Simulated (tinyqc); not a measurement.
Ion-assisted plasma etching: sheath, surface coverage, synergy and aspect-ratio dependence: one step, computed by the program tinyqc. Command: `OMP_NUM_THREADS=1 python tinyqc.py 3017535 3017536 out.jsonl etch walk`. One thread of a shared host (Intel(R) Xeon(R) Processor @ 2.30GHz), about 0.06 s of CPU time with the checks.

Radicals adsorb on bare sites; ions remove covered sites with a high yield and bare sites by sputtering; a slow spontaneous reaction acts everywhere, walls included.

Task: Open-field etch rate. Steady coverage: s G_n (1 - theta) = x Y G_i theta; removal flux = Y G_i theta + Y_p G_i (1 - theta) + k_c G_n; rate = flux/N, 1 cm/s = 6e8 nm/min. Lateral rate = k_c G_n/N; anisotropy = 1 - lateral/vertical; synergy = vertical/(ions alone + radicals alone), with ions alone Y_p G_i/N and radicals alone the lateral rate.

Inputs (values chosen for the exercise, close to those used for silicon in a halogen plasma):
```
quantity                               value    unit
gas temperature T_g                      350       K
sticking coefficient s                  0.26       -
radicals per removed unit x                3       -
spontaneous reaction probability k_c  0.0011       -
solid density N                        5e+22  1/cm^3
```

Feature: long trench.

yield Y = 1.125958

sputter yield Y_p = 0.1186837

ion flux G_i = 1.509358e+16 1/(cm^2 s)

radical flux G_n = 6.739055e+17 1/(cm^2 s)

Give: coverage theta; vertical rate; lateral rate; anisotropy; synergy.

Result:

coverage theta = 0.7746

vertical rate = 171.7 nm/min

lateral rate = 8.896 nm/min

anisotropy = 0.9482

synergy = 5.650

Ions and radicals both limit the rate.
